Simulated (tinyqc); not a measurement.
Thermal displacements in the Debye model: Debye-Waller factors, bond-length spread and the Lindemann rule: one step, computed by the program tinyqc.

A Debye spectrum with three branches of one velocity, cut at k_B Theta; 2 atoms per cube, nearest neighbours at d = 0.866025 a.

Task: Recoil-free fraction. A nucleus of this mass is supposed to emit a gamma ray of the energy chosen: recoil energy E_R = E^2/(2 M c^2), wave number k_g = E/(hbar c), recoil-free fraction f = exp(-k_g^2 <u_x^2>).

Inputs (values chosen for the exercise, modelled on tungsten): atomic mass M = 183.84 u; Debye temperature Theta = 329 K; temperature T = 450 K; gamma-ray energy E = 77.3 keV.

Structure: bcc.

<u_x^2> = 0.003339560 angstrom^2

Constants: e = 1.602176634e-19 C; u = 1.6605390666e-27 kg; c = 299792458 m/s; hbar = 6.582119569e-16 eV s; k_B = 8.617333262e-05 eV/K.

Give: recoil energy; k_g; recoil-free fraction f.

Result:

recoil energy = 17.45 meV

k_g = 39.17 1/angstrom

recoil-free fraction f = 0.005948
